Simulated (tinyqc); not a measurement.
Thermoelectric coefficients with electrons and holes, Landauer integrals: two steps of the calculation.

Bulk parabolic band, x = (E - Ec)/kB T, C = hbar^2/(2 m0), kB T in eV. Modes per area gv m kB T x/(4 pi C) times the back-scattering length l0 x^rr give the transport function s0 X(x), s0 = (2 q^2/h) gv m kB T l0/(4 pi C), X = x^(1 + rr). Holes have the same form with the prefactor bb s0 and the reduced level -eta - xg in place of eta. I_k = int X (x - eta)^k w dx, w = 1/(4 cosh^2((x - eta)/2)).

Values chosen for this exercise:
- T = 500 K (temperature)
- m = 0.063 m0 (mass of one valley)
- gv = 2 (valleys)
- l0 = 9.6 nm (back-scattering length at x = 1)
- rr = 0.5 (energy exponent of that length)
- kL = 2.8 W/(m K) (lattice thermal conductivity)
- eta = -3 (reduced Fermi level (EF - Ec)/kB T)
- xg = 2.4 (gap over kB T)
- bb = 0.22 (ratio of the hole prefactor to the electron prefactor)

Constants: q = 1.602176634e-19 C, kB = 1.380649e-23 J/K, hbar = 1.054571817e-34 J s, h = 6.62607015e-34 J s, m0 = 9.1093837015e-31 kg, Vt = kB T/q, hbar^2/(2 m0) = 0.0380998212 eV nm^2. Results are converted to the units shown.

Problem 1. Coefficients of the electrons. sigma = s0 I_0, S = -(kB/q) I_1/I_0, Lorenz number L = (kB/q)^2 [I_2/I_0 - (I_1/I_0)^2], kappa_e = L sigma T.

converged I_0, I_1, I_2: [0.065049551, 0.35917800, 2.1462134]

Find: s0; sigma; S; L; kappa_e.

Solution 1.

s0 = 84.343 S/cm
sigma = 5.4864 S/cm
S = -475.82 uV/K
L = 1.8605 x 1e-8 V^2/K^2
kappa_e = 0.0051036 W/(m K)

L is 24 % below the Sommerfeld value (pi^2/3)(kB/q)^2 = 2.443e-8 V^2/K^2.

Problem 2. Both bands together. With both bands: sigma = sigma_n + sigma_p, S = (sigma_n S_n + sigma_p S_p)/sigma with S_p = +(kB/q) I_1/I_0 of the holes, and kappa_e is the sum of L sigma T of both bands and the bipolar term sigma_n sigma_p (S_p - S_n)^2 T/sigma. Power factor S^2 sigma, ZT = S^2 sigma T/(kappa_e + kL).

sigma = 5.4864437 S/cm
S = -475.81520 uV/K
kappa_e = 0.0051036473 W/(m K)
converged I_0, I_1, I_2 of the holes: [1.5955421, 3.8596467, 13.515291]

Wanted: sigma_p; S_p; S; bipolar kappa; ZT.

Solution 2.

sigma_p = 29.606 S/cm
S_p = 208.45 uV/K
S = 101.47 uV/K
bipolar kappa = 0.10836 W/(m K)
ZT = 0.0061406

Holes carry 84.4 % of the conductivity and change S from -476 to 101 uV/K. Electrons alone would give ZT = 0.0221.

Range of the model: Parabolic bands, elastic scattering and a fixed kL make these model figures, not those of a material.

Program tinyqc, `OMP_NUM_THREADS=1 python tinyqc.py 2800025 2800026 out.jsonl`; Intel Xeon 2.30GHz, shared host, one thread, about 0.03 s.
